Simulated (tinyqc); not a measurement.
# Which input was changed?

Model: heat flow across a film from the phonon Boltzmann equation in the relaxation-time approximation. Computed by tinyqc, a small Python program. Command: `OMP_NUM_THREADS=1 python tinyqc.py 3025478 3025479 out.jsonl slabbte which`. One thread of a shared host (Intel(R) Xeon(R) Processor @ 2.30GHz), about 0.1 s of CPU time with the checks.

Two black walls, hot at x = 0 and cold at x = L, emit phonons isotropically. For one free path Lambda, with tau = x/Lambda, tau_L = L/Lambda and phi = (T - T_cold)/Delta T, energy balance gives phi(tau) = (1/2) [E2(tau) + int_0^tau_L phi(s) E1(|tau - s|) ds]; E_n are the exponential integrals. The flux over the ballistic flux C v Delta T/4 is psi = 1 - 2 int_0^tau_L phi(s) E2(s) ds, and kappa_eff/kappa = (3/4) tau_L psi. kappa = C v Lambda/3 is an input, so at fixed kappa a longer free path means a smaller C v.

Inputs (values chosen for the exercise, modelled on sapphire): bulk conductivity kappa = 34.1 W/(m K); film thickness L = 130 nm; wall temperature difference Delta T = 19 K; free path Lambda_1 = 20 nm; cells n in the small system = 6.

Free-path groups: one.

Method:
- Cut the film into n equal cells with constant phi, collocated at the centres c_i: the kernel integrates to A_ij = |E2(|c_i - e_j|) - E2(|c_i - e_(j+1)|)|/2 for cell edges e_j, and A_ii = 1 - E2(half a cell); solve (1 - A) phi = E2(c)/2; psi = 1 - 2 sum_j phi_j [E3(e_j) - E3(e_(j+1))].
- Use 150 and 300 cells and extrapolate psi = (4 psi(300) - psi(150))/3. The jump at the hot wall is 1 - phi there (linear extrapolation from the first two of 300 cells). Two-flux (diffusion with slip) formula: psi = 1/(1 + 3 tau_L/4).
- Each group is solved on its own with 150 and 300 cells, psi = (4 psi(300) - psi(150))/3, and weighted by its share of kappa.
- Flux J = kappa_eff Delta T/L; apparent boundary resistance per wall (L/kappa_eff - L/kappa)/2.

Task: One of these inputs alone was changed, within the range given: bulk conductivity kappa (17.05 to 68.2); film thickness L (65 to 260); free path Lambda_1 (10 to 40). Which one, and to what value?

Results:
```
run     flux J (GW/m^2)  kappa_eff (W/(m K))  psi for Lambda_1
before         4.089880             27.98339         0.1683338
after          4.821501             32.98922         0.1683338
```

Result:

Each candidate set to reproduce flux J, and what it then gives:
```
candidate                          range searched  value needed  kappa_eff (W/(m K))  psi for Lambda_1
bulk conductivity kappa (W/(m K))   17.05 to 68.2         40.20               32.989           0.16833
film thickness L (nm)                   65 to 260         106.0               26.889           0.19845
free path Lambda_1 (nm)                  10 to 40  out of reach                    -                 -
```

Only bulk conductivity kappa fits every result: it went from 34.1 to 40.2 W/(m K). The next best candidate, film thickness L, misses one result by 18 %.
